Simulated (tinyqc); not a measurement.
From results back to parameters: two-band k.p model of the Delta valleys near the X point under shear strain. Two cases, with inputs chosen for the exercise.

Problem. Under a shear strain exy (|eta| < 1) the valley on the [001] axis has ml(eta) = ml/(1 - eta^2), 1/m[110] = 1/mt + eta/Mp and 1/m[1-10] = 1/mt - eta/Mp with Mp > 0, eta = D exy/Delta, Delta = 2 c k0^2/ml, k0 = kx0 2 pi/a, c = hbar^2/2m0.

Constants: hbar^2/2m0 = 3.80998211 eV angstrom^2.

Case 1.

Values chosen (near those of Si; shifted at random, so the results belong to these values and not to a real crystal): a = 5.432 angstrom (lattice constant); ml = 0.913 m0 (longitudinal mass); kx0 = 0.145 2 pi/a (distance of the minimum from X); exy = 0.003 (shear strain).

m[110], m[1-10], ml(eta) (m0): 0.16374059  0.22347420  0.94545663

Case 2.

Values chosen (near those of Si; shifted at random, so the results belong to these values and not to a real crystal): a = 5.443 angstrom (lattice constant); ml = 0.914 m0 (longitudinal mass); kx0 = 0.147 2 pi/a (distance of the minimum from X); exy = 0.0045 (shear strain).

m[110], m[1-10], ml(eta) (m0): 0.16419346  0.25253324  0.97076347

Find: mt; eta; Mp; D.

Solution. The mean of the two inverse transverse masses is 1/mt; eta^2 = 1 - ml/ml(eta), with the sign of 1/m[110] - 1/m[1-10] = 2 eta/Mp, which then gives Mp; D = eta Delta/exy.

Case 1.

mt = 0.189 m0
eta = 0.1853
Mp = 0.227 m0
D = 14.5 eV

Case 2.

mt = 0.199 m0
eta = 0.2418
Mp = 0.227 m0
D = 12.9 eV

Computed by tinyqc, one run a case: `OMP_NUM_THREADS=1 python tinyqc.py N N+1 out.jsonl` with N = 1051006, 1051087; one thread of a shared Intel(R) Xeon(R) Processor @ 2.30GHz, about 0.01 s a run at most.
